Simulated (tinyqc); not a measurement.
Orbital energy against energy difference: ionisation energy by orbital energies and by energy differences in the 6-31g basis, for H4, spin multiplicity 1. Computed by the program tinyqc with PySCF. The cation is unrestricted; errors are against CCSD(T) in this basis, not against experiment.

Geometry (angstrom):
```
atom       x       y       z
H     0.0000  0.0000  0.0000
H     0.0000  0.0000  0.7150
H     0.0000  0.0000  1.5890
H     0.0000  0.0000  2.3040
```

CCSD(T) difference in the same basis = 12.7814 eV

IP-EOM-CCSD = 12.7923 eV

First vertical ionisation energy (eV):
```
method   -e(HOMO)  E(cation) - E  error of -e(HOMO)  error of the difference
HF         13.086       12.30489              0.305                   -0.476
LDA         7.886       12.74147             -4.895                   -0.040
PBE         7.982       12.80883             -4.799                    0.027
B3LYP       9.262       13.04368             -3.519                    0.262
PBE0        9.435       12.91753             -3.347                    0.136
LC-wPBE    12.272       13.01705             -0.509                    0.236
```

Estimate the missing row, method = CAM-B3LYP.

Computed row:
```
method     -e(HOMO)  E(cation) - E  error of -e(HOMO)  error of the difference
CAM-B3LYP    10.883       13.00141             -1.898                    0.220
```

Koopmans errs by +0.30 eV and Delta-HF by -0.48 eV: relaxation, 0.78 eV, lowers the value and the missing correlation difference works against it. The PBE level is off by -4.8 eV through the wrong tail of its potential, though its energy difference is off by +0.03 eV; exact exchange deepens the level, and among the orbital energies HF comes closest; among the differences PBE does.
